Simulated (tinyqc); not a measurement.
# Thin film between two gates, subbands and threshold shift from confinement, step by step

Numbers from tinyqc (`OMP_NUM_THREADS=1 python tinyqc.py 2350127 2350128 out.jsonl`; about 0.06 s on one thread of a shared Intel Xeon 2.30GHz). Printed values are rounded.

Undoped body with a flat potential across it, hard walls, transport along x. Three valley pairs (g = 2 each) with the longitudinal mass along x, y or z. Non-parabolicity enters the subband edges through E (1 + al E) = gamma, so E = 2 gamma/(1 + sqrt(1 + 4 al gamma)); motion within a subband is taken as parabolic with the band-edge mass. Energies are counted from the bulk band edge.

Parameters, values chosen for the exercise; masses close to those of silicon: temperature T = 300 K; longitudinal mass ml = 0.925 m0; transverse mass mt = 0.193 m0; non-parabolicity al = 0.5 1/eV; film thickness (along z) t = 8.3 nm; widening of the box by penetration into the insulator dl = 0 nm.

Constants: q = 1.602176634e-19 C, kB = 1.380649e-23 J/K, hbar = 1.054571817e-34 J s, m0 = 9.1093837015e-31 kg, Vt = kB T/q, hbar^2/(2 m0) = 0.0380998212 eV nm^2. Results are converted to the units shown.

## Lowest subbands

gamma = C (pi k/(t + dl))^2/mz, C = hbar^2/(2 m0). List the 6 lowest, labelled by valley axis and quantum numbers, with degeneracy g and N_k: N_k = g sqrt(mx my) m0 kB T/(pi hbar^2).

```
subband    E_k (eV)  g  N_k (cm^-2)
z1       0.00588368  2   4.16849e12
z2        0.0233318  2   4.16849e12
x1        0.0278929  2   9.12580e12
y1        0.0278929  2   9.12580e12
z3        0.0517689  2   4.16849e12
z4        0.0903356  2   4.16849e12
```

## Threshold shift

Each subband has N_k = g sqrt(mx my) m0 kB T/(pi hbar^2); without degeneracy n = exp(EF/Vt) sum N_k exp(-E_k/Vt). Classical value Nc times t, Nc = sum over valleys of 2 g (m m0 kB T/(2 pi hbar^2))^1.5 with m = (mx my mz)^(1/3). Threshold shift dVT = Vt ln(classical value/sum N_k exp(-E_k/Vt)). Use the subbands listed.

shares, subband z1 to z4 (%): [27.8885, 14.2007, 26.0602, 26.0602, 4.7270, 1.0634]
sum N_k exp(-E_k/Vt) = 1.19045e13 cm^-2
Nc = 2.79480e19 cm^-3
classical value = 2.31969e13 cm^-2
dVT = 17.2458 mV

With all subbands dVT = 16.58 mV. The lowest edge lies at 5.88 meV; dVT is larger than that, since sum N_k exp(-(E_k - E_1)/Vt) falls short of the classical value.
